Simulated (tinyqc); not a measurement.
Filling against narrowing: heavy doping: band filling, gap narrowing, band tails and the effective intrinsic density. Computed by tinyqc, a small Python program. Command: `OMP_NUM_THREADS=1 python tinyqc.py 3027329 3027330 out.jsonl gapnarrow walk`. One thread of a shared host (Intel(R) Xeon(R) Processor @ 2.30GHz), about 0.02 s of CPU time with the checks.

An n-type crystal above its Mott density, with all dopants ionised: n = N_D - N_A, ionised centres N_I = N_D + N_A. Valleys are taken as spherical with mass m_e.

Inputs (values chosen for the exercise, for a model semiconductor): electron mass m_e = 0.366 m_0; valleys M_c = 3; hole mass m_h = 2.56 m_0; dielectric constant eps = 12.4; donor density N_D = 2.4e+20 cm^-3; compensation ratio N_A/N_D = 0; temperature T = 400 K.

Conduction band: parabolic.

Constants: a_0 = 0.529177210903 angstrom; Ry = 13.605693123 eV; hbar^2/(2 m_0) = 3.80998212 eV angstrom^2; k_B = 8.617333262e-05 eV/K; e = 1.602176634e-19 C; eps_0 = 8.8541878128e-12 F/m; e^2/(4 pi eps_0) = 14.39964548 eV angstrom.

Method:
- n = N_D (1 - ratio); Ry* = Ry m_e/eps^2, a* = a_0 eps/m_e; r_s = (3/(4 pi n))^(1/3)/a*; k_F = (3 pi^2 n/M_c)^(1/3); Mott density (0.26/a*)^3.
- n = M_c (1/(2 pi^2)) (m_e/(hbar^2/2m_0))^(3/2) int sqrt(E) f dE, f = 1/(1 + exp((E - E_F)/k_B T)); trapezoid rule in t = sqrt(E/k_B T), step 0.02 up to 12; E_F by bisection from the band edge.
- Screening: q^2 = (e/(eps eps_0)) dn/dE_F. Exchange lowers the conduction band by (1/pi) k_F e^2/(4 pi eps_0 eps) (T = 0 Hartree-Fock at k_F, taken as a rigid shift). Screening raises the valence band by (q/2) e^2/(4 pi eps_0 eps) (static Coulomb hole). The narrowing is the sum; electron correlation and carrier-ion shifts are left out. Root-mean-square potential of randomly placed ions: V_rms = (e^2/(4 pi eps_0 eps)) sqrt(2 pi N_I/q).
- n p/n_i^2 = exp(narrowing/k_B T) x (n/N) exp(-E_F/k_B T), N being the limit of n exp(-E_F/k_B T) far below the edge (taken at E_F = -12 k_B T); apparent narrowing = k_B T ln(n p/n_i^2).
- The compensation ratio is held.

n = 2.40e+20 cm^-3

Mott density = 3.04996e+18 cm^-3

Against carrier density (energies in meV):
```
n (cm^-3)     E_F  narrowing  apparent narrowing   V_rms
2.40e+19     8.94      73.77               62.52   48.16
4.80e+19    43.81      93.66               71.43   60.35
9.60e+19    88.91     115.15               71.71   77.40
1.70e+20   139.65     133.72               59.25   96.51
2.40e+20   179.34     145.48               43.20  110.78
3.80e+20   247.26     162.17                7.81  133.60
6.00e+20   337.81     180.37              -48.80  161.27
9.60e+20   464.00     201.22             -137.94  195.95
```

Narrowing grows with exponent 0.23 between the last rows (exchange goes as n^(1/3), the Coulomb hole as n^(1/6) in a degenerate parabolic band) and E_F with 0.68 (2/3 for a parabolic band at T = 0). The apparent narrowing peaks at 71.7 meV near 9.6e19 cm^-3 and then falls, as E_F grows faster than the narrowing. In rows with E_F below 2 k_B T the T = 0 exchange term is overstated. Where V_rms is above half of E_F, band tails blur the edge by more than small net shifts.

Extremes, crossings and ranges named in words are read from the listed rows.
